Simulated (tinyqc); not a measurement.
# Frequency dispersion of an accumulation capacitance by border traps, distributed model: two studies

Traps spread evenly through the insulator exchange electrons with the semiconductor by tunnelling, with tau(x) = t0 exp(2 ka x) at depth x from the interface. The admittance per area Y seen at depth x obeys dY/dx = -Y^2/(i w eps0 eox) + q Nb ln(1 + i w tau)/tau, with Y(0) = i w Cs and w = 2 pi f; the gate sees Y(tox) = G + i w C. Working variable y = Y/(i w), in uF/cm^2. Cox = eps0 eox/tox.

Inputs (values chosen for the exercise); permittivity close to that of hafnium oxide:

| symbol | value | unit | meaning |
|---|---|---|---|
| eox | 18.4 |  | relative permittivity of the insulator |
| tox | 9 | nm | insulator thickness |
| Cs | 7.8 | uF/cm^2 | semiconductor capacitance in accumulation |
| Nb | 6.5e19 | cm^-3 eV^-1 | density of border traps |
| ka | 6.3 | 1/nm | decay constant of the wave function in the insulator |
| t0 | 2e-11 | s | time constant of a trap at the interface |
| f | 10000 | Hz | frequency |

Constants: q = 1.602176634e-19 C, eps0 = 8.8541878128e-14 F/cm where lengths are in cm. Results are converted to the units shown.

Each table varies one quantity; the others keep the values above.

## Capacitance and loss against frequency

Cox; trap-free value 1/(1/Cox + 1/Cs); response depth d = ln(1/(w t0))/(2 ka), where w tau = 1; lumped estimate: all traps within d act as C_bt = q Nb d placed at d/2, so C = 1/{1/[1/(1/Cs + d/(2 eps0 eox)) + C_bt] + (tox - d/2)/(eps0 eox)}. C and G from a fine integration; dispersion -d C/d log10 f over C, from f times and over 1.1. For a broad spread of time constants G/w is close to -(pi/2) dC/d ln w.

The same in every row: trap-free C (uF/cm^2) = 1.469.

Results:
```
f (Hz)	d (nm)	C (uF/cm^2)	G/w (uF/cm^2)	dispersion (% a decade)	-(pi/2) dC/d ln w (uF/cm^2)	lumped C (uF/cm^2)
10	1.627	1.577	0.01127	1.048	0.01127	1.564
1000	1.261	1.546	0.009731	0.9226	0.009729	1.537
10000	1.078	1.532	0.008983	0.8592	0.008980	1.525
1e5	0.8956	1.519	0.008249	0.7956	0.008247	1.513
1e6	0.7128	1.508	0.007531	0.7319	0.007529	1.502
1e7	0.5301	1.497	0.006829	0.6684	0.006827	1.493
```

Estimate the missing row, f = 100 Hz.

Computed row:
```
f (Hz)	d (nm)	C (uF/cm^2)	G/w (uF/cm^2)	dispersion (% a decade)	-(pi/2) dC/d ln w (uF/cm^2)	lumped C (uF/cm^2)
100	1.444	1.561	0.01049	0.9856	0.01049	1.550
```

With this row back in the table: C falls from 1.577 to 1.497 uF/cm^2, towards the trap-free 1.469; each decade of frequency removes ln 10/(2 ka) = 0.183 nm from the response depth. The dispersion falls from 1.05 to 0.668 % a decade and G/w falls from 0.0113 to 0.00683 uF/cm^2. G/w stays at 1.00 times -(pi/2) dC/d ln w, the relation for a broad spread of time constants.

## Effect of the density of border traps

Same model as above.

The same in every row: d (nm) = 1.078; trap-free C (uF/cm^2) = 1.469.

Result of one run:
```
Nb (cm^-3 eV^-1)	C (uF/cm^2)	G/w (uF/cm^2)	dispersion (% a decade)	-(pi/2) dC/d ln w (uF/cm^2)	lumped C (uF/cm^2)
2e20	1.625	0.01914	1.726	0.01913	1.605
```

What becomes of these results when the density of border traps Nb is changed from 2e20 to 7e19 cm^-3 eV^-1, all else the same?

Result of the changed run:
```
Nb (cm^-3 eV^-1)	C (uF/cm^2)	G/w (uF/cm^2)	dispersion (% a decade)	-(pi/2) dC/d ln w (uF/cm^2)	lumped C (uF/cm^2)
7e19	1.536	0.009526	0.9087	0.009524	1.528
```

The whole series:
```
Nb (cm^-3 eV^-1)	C (uF/cm^2)	G/w (uF/cm^2)	dispersion (% a decade)	-(pi/2) dC/d ln w (uF/cm^2)	lumped C (uF/cm^2)
1e18	1.470	1.709e-4	0.01703	1.708e-4	1.470
2e18	1.471	3.407e-4	0.03391	3.403e-4	1.471
6e18	1.476	0.001008	0.1000	0.001007	1.475
1e19	1.480	0.001656	0.1639	0.001655	1.479
3e19	1.500	0.004640	0.4531	0.004637	1.497
7e19	1.536	0.009526	0.9087	0.009524	1.528
2e20	1.625	0.01914	1.726	0.01913	1.605
4e20	1.711	0.02535	2.170	0.02533	1.679
```

As Nb goes from 1e18 to 4e20, C rises from 1.47 to 1.71 uF/cm^2, the dispersion rises from 0.0170 to 2.17 % a decade and G/w rises from 1.71e-4 to 0.0254 uF/cm^2. The lumped estimate is within 0.01 % of C in the first row and 1.9 % below it in the last. The dispersion goes as Nb^(0.99) between the first two rows and Nb^(0.33) between the last two: dense traps near the interface screen those behind them.

Program tinyqc, `OMP_NUM_THREADS=1 python tinyqc.py 2202247 2202248 out.jsonl`; Intel Xeon 2.30GHz, shared host, one thread, about 0.6 s.
